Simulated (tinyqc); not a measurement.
Depletion depth for a wanted scale length.

Question. A single-gate structure has eps_r tan(pi ti/Lambda) + ei tan(pi ts/Lambda) = 0 for its lowest mode, with both thicknesses below Lambda. Find ts.

Parameters, values chosen for the exercise; permittivities: semiconductor close to that of gallium nitride, insulator close to that of silicon nitride:
```
symbol,value,unit,meaning
eps_r,9.43,,relative permittivity of the semiconductor
ei,7.57,,relative permittivity of the insulator
ti,3.6,nm,insulator thickness
```

Lambda = 30.378012 nm

Answer. The condition is explicit in ts: an arctangent, taken between 0 and pi.

ts = 26.0 nm

Computed by the program tinyqc: `OMP_NUM_THREADS=1 python tinyqc.py 2420048 2420049 out.jsonl`, one thread of a shared Intel Xeon 2.30GHz, about 0.01 s for the whole run.
